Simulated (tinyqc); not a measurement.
bcc against fcc: Finnis-Sinclair potential for a bcc metal: fit to cohesion and elasticity, then vacancy, surfaces and structure. Computed by tinyqc, a small Python program. Command: `OMP_NUM_THREADS=1 python tinyqc.py 3112715 3112716 out.jsonl fsfit walk`. One thread of a shared host (Intel(R) Xeon(R) Processor @ 2.30GHz), about 0.01 s of CPU time with the checks.

E = (1/2) sum V(r) - A sqrt(rho), rho = sum phi(r), phi = (r - d)^2 for r < d, V = (r - c)^2 (c0 + c1 r + c2 r^2) for r < c. In bcc the 8 first neighbours lie at sqrt(3) a/2 and the 6 second at a; both cut-offs lie below the third shell; Omega = a^3/2; E is per atom and z the number of atoms in a shell. The four constants A, c0, c1, c2 are fitted to E_c, zero pressure, B and C12 - C44 alone, so C44 and C11 - C12 are not matched singly; defects are unrelaxed.

Inputs (values chosen for the exercise, modelled on vanadium):

| quantity | value | unit |
|---|---|---|
| lattice constant a | 3.04 | angstrom |
| cohesive energy E_c | 5.25 | eV |
| target C11 | 222 | GPa |
| target C12 | 117 | GPa |
| target C44 | 42 | GPa |
| density cut-off d/a | 1.207 | - |
| pair cut-off c/a | 1.25 | - |

Constants: 1 eV/angstrom^3 = 160.2176634 GPa.

Method:
- rho = sum z phi, rho1 = sum z r phi', rho2 = sum z r^2 phi''. At zero pressure the effective pair part V + 2 F' phi obeys C12 = C44, so C12 - C44 = F'' (rho1/3)^2/Omega with F'' = A/(4 rho^(3/2)); this gives A.
- With v_k = (r - c)^2 r^k the rows are (1/2) sum z v_k, (1/2) sum z r v_k' and (1/2) sum z r^2 v_k''. With rho1 = sum z r phi' and rho2 = sum z r^2 phi'' the right-hand sides are: -E_c + A sqrt(rho) (cohesion); A rho1/(2 sqrt(rho)) (zero pressure); 9 B Omega + A [rho2/(2 sqrt(rho)) - rho1^2/(4 rho^(3/2))] with B = (C11 + 2 C12)/3.
- Solve the three equations.
- E of each lattice against the volume per atom, as a multiple of Omega; all neighbours inside the cut-offs are summed.

c0, c1, c2 (eV/angstrom^2, eV/angstrom^3, eV/angstrom^4): -1.61264  2.05579  -0.51261

A = 1.93841 eV/angstrom

Energies (eV/atom):

| V/Omega | bcc | fcc | fcc less bcc (meV) |
|---|---|---|---|
| 0.80 | -4.9514 | -4.7833 | 1.6815e+02 |
| 0.84 | -5.0628 | -4.8488 | 2.1406e+02 |
| 0.88 | -5.1470 | -4.9092 | 2.3778e+02 |
| 0.92 | -5.2052 | -4.9642 | 2.4105e+02 |
| 0.96 | -5.2391 | -5.0134 | 2.2568e+02 |
| 1.00 | -5.2500 | -5.0574 | 1.9261e+02 |
| 1.05 | -5.2339 | -5.0877 | 1.4616e+02 |
| 1.10 | -5.1875 | -5.0899 | 9.7619e+01 |
| 1.20 | -5.0166 | -5.0171 | -4.9225e-01 |

What follows from these numbers?

The lowest fcc row, at V/Omega = 1.1, lies +160 meV from the bcc minimum: the fit keeps bcc stable, though nothing in it asked for that.

Extremes, crossings and ranges named in words are read from the listed rows.
